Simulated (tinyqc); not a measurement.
Resistance of a tapered via with liner, size effect and interface: two steps of the calculation.

A round via whose diameter grows from db at the bottom as D(z) = db + 2 z/tan(ang). The fill, of diameter D - 2 tl, starts above the bottom liner (thickness fb tl) and has rho = rho0 (1 + ks lam/(D - 2 tl)); the sidewall liner conducts in parallel with it. The bottom liner and the interface are crossed over the full area pi db^2/4. Spreading in the lines above and below is left out.

Parameters, values chosen for the exercise; fill metal close to ruthenium:
- db = 17 nm (diameter at the bottom)
- hv = 46 nm (height)
- ang = 86 degrees (sidewall angle)
- rho0 = 7.7 uohm cm (bulk resistivity of the fill)
- lam = 6.69 nm (mean free path of the fill)
- ks = 0.8 (size-effect factor)
- tl = 0.3 nm (liner on the sidewall)
- fb = 0.7 (liner at the bottom over that on the sidewall)
- rl = 320 uohm cm (resistivity of the liner)
- ri = 5.4e-12 ohm cm^2 (interface resistivity at the bottom)
- Sb = 1.5e15 S/m^2 (ballistic conductance per area, about 3/(4 rho0 lam))

Task 1. Slices of the via. Slices between z0 = fb tl and hv, evaluated at their midpoints: conductance per length pi/4 [(D - 2 tl)^2/rho + (D^2 - (D - 2 tl)^2)/rl], slice resistance = slice height over that. 6 slices.

Wanted: z; D; rho; slice resistance.

Result 1.

z, slice 0 to 5 (nm): [4.0258, 11.658, 19.289, 26.921, 34.553, 42.184]
D, slice 0 to 5 (nm): [17.563, 18.630, 19.698, 20.765, 21.832, 22.900]
rho, slice 0 to 5 (uohm cm): [10.129, 9.9856, 9.8579, 9.7437, 9.6409, 9.5480]
slice resistance, slice 0 to 5 (ohm): [3.4129, 2.9784, 2.6212, 2.3241, 2.0745, 1.8627]

Task 2. Total resistance. R_fill = sum of the slices; R_bottom = rl fb tl/(pi db^2/4); R_interface = ri/(pi db^2/4); ballistic (Sharvin) limit 1/(Sb pi (db - 2 tl)^2/4); ideal cylinder rho0 hv/(pi db^2/4).

slice resistance, slice 0 to 5 (ohm): [3.4128640, 2.9783811, 2.6211965, 2.3241192, 2.0744615, 1.8626995]

Give: parts; R; shares; ballistic limit; ideal cylinder.

Result 2.

parts (ohm): fill 15.27, bottom liner 2.961, interface 2.379
R = 20.61 ohm
shares (%): fill 74.10, bottom liner 14.36, interface 11.54
ballistic limit = 3.156 ohm
ideal cylinder = 15.60 ohm

The fill is the largest part, and R is 1.32 times the ideal cylinder. With 2000 slices R = 20.628 ohm.

Computed by the program tinyqc: `OMP_NUM_THREADS=1 python tinyqc.py 2750075 2750076 out.jsonl`, one thread of a shared Intel Xeon 2.30GHz, about 0.01 s for the whole run.
